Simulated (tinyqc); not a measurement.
Kronig-Penney superlattice by transfer matrices, step by step. Values are carried at full precision from step to step, so a last printed digit may differ when a step is redone from the rounded ones.

Wells (width a, potential 0, mass mw) alternate with barriers (width b, height V0, mass mb); period d = a + b; c = hbar^2/2m0. The vector (psi, psi'/m) is continuous, and a layer of thickness t carries it by M = [[cos kt, (m/k) sin kt], [-(k/m) sin kt, cos kt]] with k = sqrt(m (E - V)/c); for E < V, k = i kappa gives [[cosh, (m/kappa) sinh], [(kappa/m) sinh, cosh]] of kappa t. A Bloch state obeys cos(q d) = tr(Mb Mw)/2.

Constants: hbar^2/2m0 = 3.80998211 eV angstrom^2; hbar = 6.58211957e-16 eV s.

Values chosen for the exercise (near those of an InGaAs superlattice with barriers of InAlAs; not measured data): a = 106 angstrom (well width); b = 35 angstrom (barrier width); V0 = 0.507 eV (barrier height); mw = 0.0414 m0 (mass in the wells); mb = 0.0738 m0 (mass in the barriers); E = 0.0462 eV (trial energy); F = 5 kV/cm (field along the axis).

## Layer matrices at one energy

Form the matrix of the well and of the barrier at E.

k in the well = 0.02241 1/angstrom
kappa in the barrier = 0.09448 1/angstrom

Mw (angstrom units):
```
           1          2
1  -0.720286    1.28173
2  -0.375420  -0.720286
```

Mb (angstrom units):
```
         1        2
1  13.6654  10.6461
2  17.4471  13.6654
```

## The matrix of one period

Multiply M = Mb Mw and take half the trace. If its size is at most 1, E lies in a miniband and q d = arccos(tr M/2); otherwise the state decays by exp(-arccosh|tr M/2|) a period.

M:
```
         1       2
1  -13.840  9.8472
2  -17.697  12.520
```

tr M/2 = -0.6601
q d in a band, or the decay exponent in a gap = 2.292

E lies in a miniband; det M = 1.0000, as for any such product.

## Miniband edges

The edges are the energies where tr M/2 = +1 (q = 0) or -1 (q = pi/d); the first three minibands.

Minibands:

| band | bottom (eV) | top (eV) | width (meV) |
|---|---|---|---|
| 1 | 0.0437 | 0.0467 | 3.0 |
| 2 | 0.1750 | 0.1895 | 14.5 |
| 3 | 0.3846 | 0.4323 | 47.8 |

3 minibands of these lie wholly below V0. The first gap is 128.3 meV wide; the single well of width a has E1 = 0.0452 eV, inside the first miniband.

## Dispersion along the axis

Solve tr M/2 = cos(q d) inside each miniband at q d/pi = 0, 1/6, ..., 1. The cosine form is E_bottom + (W/2)(1 - cos q d) with the true width W.

Energies (eV):

| q d/pi | band 1 | cosine form | band 2 |
|---|---|---|---|
| 0.000 | 0.0437 | 0.0437 | 0.1895 |
| 0.167 | 0.0439 | 0.0439 | 0.1884 |
| 0.333 | 0.0445 | 0.0445 | 0.1856 |
| 0.500 | 0.0452 | 0.0452 | 0.1820 |
| 0.667 | 0.0460 | 0.0460 | 0.1784 |
| 0.833 | 0.0465 | 0.0465 | 0.1759 |
| 1.000 | 0.0467 | 0.0467 | 0.1750 |

The cosine form, which holds for hopping between neighbouring wells alone, misses band 1 by at most 0.0 meV, 1 % of its width.

## Mass along the axis

With f(E) = tr M/2, 1 - (q d)^2/2 = 1 + f'(E_bottom)(E - E_bottom) gives m_z = -2 c f'/d^2 (f' by a central difference of 1e-6 eV at the bottom of band 1). The cosine form gives 4 c/(W d^2), W the width of band 1 between tr M/2 = +1 and -1.

f' = -702.0 1/eV
m_z = 0.2691 m0
m_z of the cosine form = 0.2554 m0
W = 3.00 meV

The mass along the axis is 6.50 times mw.

## In a field along the axis

One-band picture: ladder spacing e F d, Bloch frequency e F d/(2 pi hbar), and extent W/(e F) of a Stark state, with W the width of band 1; 1 kV/cm = 1e-5 V/angstrom.

e F d = 7.050 meV
Bloch frequency = 1.705 THz
W/(e F d) = 0.43 periods

The state is confined to about one period: the miniband has broken into a ladder of single-well levels.

## Checks

- Bottom of band 1 from 121 plane waves (the mass step taken by inverting the matrix of m) against the transfer matrix, eV: both 0.0437.

tinyqc: `OMP_NUM_THREADS=1 python tinyqc.py 1251701 1251702 out.jsonl`; about 0.05 s, one thread, shared Intel(R) Xeon(R) Processor @ 2.30GHz.
